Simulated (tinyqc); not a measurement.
Worked calculation: Gupta-type many-body potential for a metal. Computed by tinyqc, a small Python program that keeps every step. Command: `OMP_NUM_THREADS=1 python tinyqc.py 3004989 3004990 out.jsonl gupta walk`. One thread of a shared host (Intel(R) Xeon(R) Processor @ 2.30GHz), about 0.01 s of CPU time with the checks. Intermediate numbers are printed to about 6 digits and carried at full precision; extremes and crossings named in words are read from the listed rows.

E_i = sum_j A exp(-p (r_ij/r0 - 1)) - xi rho_i^gamma, with rho_i = sum_j exp(-2 q (r_ij/r0 - 1)); gamma = 1/2 is the tight-binding second-moment form. The crystal is fcc unless stated; d is the neighbour distance and a fixed number of shells is kept.

Inputs (values chosen for the exercise, modelled on nickel): repulsion A = 0.0368 eV; hopping xi = 1.04 eV; decay p = 16.9; decay q = 1.2; reference distance r0 = 2.491 angstrom; shells kept = 3; embedding exponent gamma = 0.5.

Surface: (111).

Constants: 1 eV/angstrom^3 = 160.2176634 GPa; 1 eV/angstrom^2 = 16.02176634 J/m^2.

## Equilibrium of the fcc crystal

fcc shells: d sqrt(k), k = 1..5, with 12, 6, 24, 12, 24 atoms; Omega = d^3/sqrt2. Equilibrium: dE/dd = 0; B = d^2 E''(d)/(9 Omega).

neighbour distance d = 2.51369 angstrom

lattice constant = 3.55490 angstrom

cohesive energy E_c = 4.01899 eV

bulk modulus B = 157.700 GPa

## Shell terms at equilibrium

Repulsion and density of one neighbour in each shell, and their sums.

Shells:
```
shell  count  r (angstrom)  repulsion (eV)   density
1         12       2.51369     3.15488e-02  0.978373
2          6       3.55490     2.69857e-05  0.358784
3         24       4.35384     1.19424e-07  0.166162
```

repulsive energy = 0.378750 eV

density rho = 17.8811

The band term is -xi rho^gamma = -4.3977 eV; with the repulsion it gives -E_c.

## Unrelaxed vacancy

Each neighbour j of the vacancy loses one repulsive term and one density term: E_v = sum_shells count x {-repulsion - xi [(rho - density)^gamma - rho^gamma]}. (The removed atom returns to a bulk-like site, so its own energy cancels.)

vacancy energy E_v = 1.84292 eV

ratio E_v/E_c, E_c = xi rho^gamma less the repulsive energy = 0.458552

A pair potential gives E_v = E_c; here the ratio is 0.46, as the remaining bonds of the neighbours strengthen when one is lost.

## Elastic constants

Second derivatives of E/Omega at equilibrium under homogeneous strain: e_xx = h gives C11; e_xx = -e_yy = h gives 2 (C11 - C12); e_xy = e_yx = h/2 gives C44.

C11 = 219.722 GPa

C12 = 126.688 GPa

C44 = 111.646 GPa

Cauchy pressure C12 - C44 = 15.0429 GPa

C12/C44 = 1.13; pair forces would give 1. The excess comes from the curvature of the embedding term.

## The (111) surface

Cut the crystal without relaxation; an atom in layer l keeps the neighbours that lie below the surface plane. Excess = E_i + E_c. Surface energy = sum of excesses over the layers, divided by the area per surface atom: (sqrt3/2) d^2 for (111), d^2 for (100), sqrt2 d^2 for (110).

Layers:
```
layer  nearest neighbours  repulsion (eV)      rho  excess (eV)
1                       9        0.284022  12.3741     0.644620
2                      12        0.378750  17.3826     0.061733
```

excess per surface atom = 0.706353 eV

surface energy = 2.06812 J/m^2

## Three surfaces against bond counting

Bond counting with pair bonds charges E_c/12 for each missing nearest neighbour: 3, 4 and 6 per surface cell.

Surfaces:
```
face   missing bonds  excess (eV)  bond counting (eV)     ratio  surface energy (J/m^2)
(111)              3      0.70635             1.00475  0.703014                 2.06812
(100)              4      0.85482             1.33966  0.638087                 2.16752
(110)              6      1.24791             2.00950  0.621008                 2.23746
```

The order of surface energies is (111) < (100) < (110), with (110)/(111) = 1.082 against 1.225 from counting first-neighbour bonds. The excess is 0.62 to 0.70 of the bond-counting value: atoms with fewer neighbours have stronger bonds. Further shells enter the excess but not the count. Caution: relaxation, left out here, lowers surface energies. Caution: fitted second-moment potentials usually give surface energies well below measured ones.

## Energy against coordination

Nearest neighbours only, z equal bonds relaxed to their best length: r/r0 = 1 + ln[A p z^(1 - gamma)/(2 q gamma xi)]/(p - 2 q gamma), E = z A exp(-p (r/r0 - 1)) - xi [z exp(-2 q (r/r0 - 1))]^gamma.

Relaxed bonds:
```
z   r (angstrom)  E per atom (eV)  E/z (eV)
1        2.38049         -1.01898  -1.01898
2        2.43548         -1.40338  -0.70169
3        2.46765         -1.69236  -0.56412
4        2.49047         -1.93280  -0.48320
6        2.52264         -2.33079  -0.38846
8        2.54546         -2.66194  -0.33274
9        2.55480         -2.81073  -0.31230
12       2.57762         -3.21006  -0.26751
```

Bonds lengthen from 2.380 to 2.578 angstrom between z = 1 and 12, and |E| grows as z^0.462, the exponent gamma (p - 2q)/(p - 2 q gamma) = 0.462; pair bonds would give z^1 at a fixed length.

Checks made by the program: sum of the shell terms (relative difference below 1e-10); (C11 + 2 C12)/3 against B (relative difference 7e-10).
